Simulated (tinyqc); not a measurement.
Inside a calculation: pi bands of a honeycomb layer in tight binding. Values are carried at full precision from step to step, so a last printed digit may differ when a step is redone from the rounded ones.

Lattice vectors a (1,0) and a (1/2, sqrt3/2); f = exp(i ky a/sqrt3) + 2 cos(kx a/2) exp(-i ky a/(2 sqrt3)), w = |f|. H = [[D - t2 F, -t f], [., -D - t2 F]] with F = w^2 - 3, S = [[1, s0 f], [., 1]]; the levels solve det(H - E S) = 0. K = (4 pi/3a, 0), M = (pi/a, pi/(sqrt3 a)); w = 3, 1, 0 at Gamma, M, K.

Constants: hbar = 6.58211957e-16 eV s; hbar^2/2m0 = 3.80998211 eV angstrom^2.

Inputs chosen for the exercise (of the size used for graphene; not measured data):
```
symbol  value         unit        meaning
a       2.46          angstrom    lattice constant
t       3.08          eV          nearest hopping
t2      0             eV          second-neighbour hopping
s0      0.136                     overlap of neighbours
D       0.039         eV          +D on A, -D on B
k       (0.37, 0.33)  1/angstrom  wave vector
```

## H and S at one k

Form f, w, F and the two matrices.

f = 2.63949+0.03458i
w = 2.63972
F = 3.96811

H (eV):
```
,A,B
A,0.0390,-8.1296-0.1065i
B,-8.1296+0.1065i,-0.0390
```

S:
```
,A,B
A,1.00000,0.35897+0.00470i
B,0.35897-0.00470i,1.00000
```

## The secular equation

det(H - E S) = 0 reads (e - E)^2 - D^2 - (t + s0 E)^2 w^2 = 0 with e = -t2 (w^2 - 3), that is c2 E^2 + 2 c1 E + c0 = 0 with c2 = 1 - s0^2 w^2, c1 = -(e + t s0 w^2), c0 = e^2 - D^2 - t^2 w^2.

c2, c1, c0: 0.8711  -2.9188  -66.1038

levels (eV): -5.9827  12.6839

## Levels at Gamma, M and K

Solve the quadratic (e - E)^2 - D^2 - (t + s0 E)^2 w^2 = 0 with e = -t2 (w^2 - 3), for w = 3, 1, 0.

Levels (eV):
```
point,w,lower,upper,difference
Gamma,3,-6.5626,15.6082,22.1708
M,1,-2.7115,3.5651,6.2766
K,0,-0.0390,0.0390,0.0780
```

Measured from the middle of the levels at K (0.000 eV), the upper band reaches 15.608 eV and the lower -6.563 eV at Gamma: the upper band is the wider; overlap stretches the upper band and positive t2 the lower. The saddle points at M give the absorption peak at 6.277 eV in this one-electron picture.

## Near K

w = (sqrt3/2) a q to first order in the distance q from K. Effective hopping t* = t + 3 t2 s0, hbar v = (sqrt3/2) a t*, v in m/s = hbar v x 1e-10/hbar; band-edge masses follow from E^2 = D^2 + (hbar v q)^2 when t2 = s0 = 0: m/m0 = 2 c D/(hbar v)^2, c = hbar^2/2m0.

hbar v = 6.5617 eV angstrom
v = 9.969e+05 m/s
mass = 0.0069 m0

## Checks

- Roots of the quadratic against the generalised eigenproblem: they agree to 1e-10 or better.

(tinyqc, `OMP_NUM_THREADS=1 python tinyqc.py 1451301 1451302 out.jsonl`, Intel(R) Xeon(R) Processor @ 2.30GHz, 1 thread, shared host, about 0.01 s.)
